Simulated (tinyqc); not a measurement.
MOSFET in saturation, small-signal circuit and noise: two steps of the calculation.

Bias by the inversion coefficient IC = I/Ispec (charge-based model with velocity saturation; weak inversion below 0.1, strong above 10). Common-source circuit: gm, gds, Cgs, Cgd and Cj at the inner nodes, Rg in series with the gate; quasi-static, no source or drain resistance, no gate-body capacitance, no substrate network, no induced gate noise, so fmax is an upper estimate.

Values chosen for this exercise: temperature T = 300 K; gate length L = 65 nm; total gate width W = 5 um; gate capacitance Cox = 1.61 uF/cm^2; mobility mu = 200 cm^2/(V s); slope factor n = 1.34; velocity-saturation length Ls = 15 nm; ratio gds/gm sg = 0.063; overlap and fringe capacitance per side Cov = 0.43 fF/um; drain junction capacitance Cj = 0.51 fF/um; sheet resistance of the gate Rsh = 15 ohm; finger width Wf = 1 um; gate contact and vertical resistance Rc = 50 ohm um; inversion coefficient IC = 0.14.

Constants: q = 1.602176634e-19 C, kB = 1.380649e-23 J/K, Vt = kB T/q. Results are converted to the units shown.

Task 1. Current, transconductance and gain. Ispec = 2 n mu Cox (W/L) Vt^2, lc = Ls/L, gms = [sqrt((lc IC + 1)^2 + 4 IC) - 1]/[2 + lc (lc IC + 1)], gm = gms Ispec/(n Vt), gds = sg gm.

Find: Ispec; I; gms; gm; gds; gm/I.

Result 1.

Ispec = 44.365 uA
I = 6.2110 uA
gms = 0.12287
gm = 0.15736 mS
gds = 0.0099135 mS
gm/I = 25.335 1/V

Task 2. Capacitances, gate resistance and cut-off frequencies. qs = [sqrt(1 + 4 IC) - 1]/2, Cgs = Cox W L qs (2 qs + 3)/(3 (qs + 1)^2) + Cov W, Cgd = Cov W, Cd = Cj W, Rg = Rsh (Wf/L)/(12 Nf) + Rc/W with Nf = W/Wf fingers (not rounded) contacted at both ends. fT = gm/(2 pi (Cgs + Cgd)), fmax = fT/(2 sqrt(Rg (gds + 2 pi fT Cgd))).

gm = 0.15735727 mS
gds = 0.0099135078 mS

Give: Cgs; Cgd; Cd; Rg; fT; fmax.

Result 2.

Cgs = 2.7079 fF
Cgd = 2.1500 fF
Cd = 2.5500 fF
Rg = 13.846 ohm
fT = 5.1553 GHz
fmax = 77.665 GHz

Overlap and fringe make up 88.5 % of the gate capacitance; fmax is 15.1 times fT.

Computed by the program tinyqc: `OMP_NUM_THREADS=1 python tinyqc.py 2150027 2150028 out.jsonl`, one thread of a shared Intel Xeon 2.30GHz, about 0.01 s for the whole run.
